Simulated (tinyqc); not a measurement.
# From one set of inputs to another, one input at a time

Model: valley-orbit splitting of a donor ground state, with strain. Computed by tinyqc, a small Python program. Command: `OMP_NUM_THREADS=1 python tinyqc.py 3010557 3010558 out.jsonl valleyorbit ladder`. One thread of a shared host (Intel(R) Xeon(R) Processor @ 2.30GHz), about 0.02 s of CPU time with the checks.

The basis is the 1s envelope in each valley; energies are counted from the unstrained conduction-band edge. The strain is e_s (a a^T - 1/3) for the unit stress axis a, so valley j along n_j moves by Xi_u e_s w_j with w_j = (n_j.a)^2 - 1/3: -1/3 for x and y, +2/3 for z.

The inputs printed are set A. Inputs not listed in the table keep their values of set A, so the rows need not describe a real material.

Inputs (values chosen for the exercise, for a model many-valley semiconductor):
```
quantity                                    value   unit
single-valley binding energy E_0             34.3    meV
central-cell shift Lambda                    8.09    meV
coupling Delta_1                             3.68    meV
coupling Delta_2                             4.75    meV
shear deformation potential Xi_u             8.29     eV
shear strain e_s                          3.4e-05      -
temperature T                                  77      K
donor density N_D                         2.8e+15  cm^-3
density-of-states mass of one valley m_e    0.329    m_0
```

Valleys: six along <100>. Stress axis: [001].

Constants: k_B = 8.617333262e-05 eV/K; m_0 = 9.1093837015e-31 kg; k_B = 1.380649e-23 J/K; h = 6.62607015e-34 J s.

Method:
- H_jj = -(E_0 + Lambda) + Xi_u e_s w_j; H_jk = -Delta_2 between opposite valleys and -Delta_1 between perpendicular ones.
- Diagonalise H; the ground vector has positive components. The density at the nucleus, and so the contact hyperfine coupling, scales as (sum_j c_j)^2/(number of valleys), which is 1 without strain; the envelopes are held fixed.
- The binding energy is counted from the lowest valley edge, min_j Xi_u e_s w_j; the gap is from the ground state to the next level.
- z = sum over levels of exp(-(E - E_ground)/k_B T), the ground-state share being 1/z; N_c = 2 (2 pi m_e k_B T/h^2)^(3/2) sum_j exp(-(shift_j - lowest shift)/k_B T); n1 = N_c/(2 z) exp(-binding/k_B T), binding = lowest shift - E_ground; without compensation n = 2 N_D/(1 + sqrt(1 + 4 N_D/n1)) (Boltzmann statistics; p and higher states left out).

Each row keeps all changes above it:
```
input moved                               from       to  binding energy under strain (meV)  hyperfine ratio A/A_0  free electrons n (cm^-3)
set A                                        -        -                             61.767                0.99996                5.6634e+14
central-cell shift Lambda (meV)           8.09     8.34                             62.017                0.99996                5.5694e+14
temperature T (K)                           77       30                             62.017                0.99996                2.1521e+11
shear strain e_s                       3.4e-05  0.00073                             60.426                0.98655                2.4902e+11
coupling Delta_1 (meV)                    3.68     2.62                             56.300                0.97598                5.5143e+11
shear deformation potential Xi_u (eV)     8.29     8.31                             56.297                0.97588                5.5166e+11
donor density N_D (cm^-3)              2.8e+15  6.3e+14                             56.297                0.97588                2.6165e+11
coupling Delta_2 (meV)                    4.75     1.89                             53.437                0.97588                4.5178e+11
```

Which inputs carry the difference?

Binding energy under strain goes from 61.8 to 53.4, a factor 0.865 in all. The largest single move comes from coupling Delta_1 (a factor 0.932). Hyperfine ratio A/A_0 goes from 1.000 to 0.976, a factor 0.9759 in all. The largest single move comes from shear strain e_s (a factor 0.9866). Free electrons n goes from 5.66e14 to 4.52e11, a factor 7.98e-4 in all. The largest single move comes from temperature T (a factor 3.86e-4), and coupling Delta_1 works against it (a factor 2.21). The single moves hold for this order of the switches; the total does not depend on the order.

Extremes, crossings and ranges named in words are read from the listed rows.
